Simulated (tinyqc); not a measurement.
The sixth-power law: interface roughness in a thin film (subband fluctuation and scattering).

Square well of width t, barriers V0, c = hbar^2/2m0: E1 solves k t + 2 atan[(k/mz)/(kappa/mb)] = pi, k = sqrt(mz E/c), kappa = sqrt(mb (V0 - E)/c). One interface is rough, so the subband edge fluctuates by G dt with G = |dE1/dt| (central difference of 0.01 angstrom; 2 E1/t for hard walls).

Gaussian roughness spectrum S(q) = pi D^2 Lc^2 exp(-q^2 Lc^2/4). Degenerate gas, taken to fill one subband (the second starts to fill once c kF^2/md exceeds E2 - E1, which is not tested here): kF = sqrt(2 pi Ns/gv), q = 2 kF sin(theta/2), 1/tau = (md/(2 pi c hbar)) G^2 times the integral from 0 to pi of S(q)(1 - cos theta)/eps(q)^2 dtheta, eps(q) = 1 + qs/q with screening (qs = gv md q0/(c eps), q0 = e^2/(4 pi eps0), form factors left out, which overstates the screening; other scattering is left out too, so these values lie far above measured mobilities in all but the thinnest films) or 1 without; mobility = tau c2/md with c2 = e/m0 = 1.75882e15 cm^2/(V s^2); 1e12/cm^2 = 1e-4/angstrom^2.

Constants: hbar^2/2m0 = 3.80998211 eV angstrom^2; hbar = 6.58211957e-16 eV s; e^2/(4 pi eps0) = 14.39964547 eV angstrom.

Inputs chosen for the exercise (near those of a thin Si channel on (100), two-fold valleys; shifted at random, so the results belong to these values and not to a real crystal):
```
symbol  value                         unit         meaning
mz      0.907                         m0           confinement mass
V0      3.04                          eV           barrier
mb      0.51                          m0           barrier mass
md      0.185                         m0           mass in the plane
gv      2                                          valleys
D       1.5                           angstrom     rms height of the roughness
Lc      54                            angstrom     correlation length
Ns      2.4                           x 1e12/cm^2  sheet density
eps     7.7                                        mean dielectric constant at the channel
ts      (18, 22, 27, 32, 40, 51, 67)  angstrom     thicknesses
```

Screened mobility against thickness for the finite barrier and for hard walls.

Results:
```
t (angstrom)  E1 (meV)  G (meV/angstrom)  mobility (cm^2/(V s))  the same, hard walls
18               105.9            10.689               1.41e+04              7.97e+03
22                73.3             6.162               4.24e+04              2.66e+04
27                50.1             3.479               1.33e+05              9.08e+04
32                36.4             2.152               3.48e+05              2.52e+05
40                23.8             1.138               1.24e+06              9.60e+05
51                14.9             0.564               5.06e+06              4.12e+06
67                 8.8             0.255               2.48e+07              2.12e+07
```

What can be read from this table?

With hard walls G goes as 1/t^3 and the mobility as t^6. With the finite barrier the local exponent is 5.49 at the thin end and 5.82 at the thick end, since the envelope leaks out and softens the dependence. The least value is 1.41e+04 cm^2/(V s). The gate field, which also presses carriers to the interface, is left out. Below about 20 angstrom the effective-mass picture is itself doubtful. Up to t = 22 angstrom G D exceeds half of EF - E1, where the Born rate fails.

(tinyqc, `OMP_NUM_THREADS=1 python tinyqc.py 1252759 1252760 out.jsonl`, Intel(R) Xeon(R) Processor @ 2.30GHz, 1 thread, shared host, about 0.01 s.)
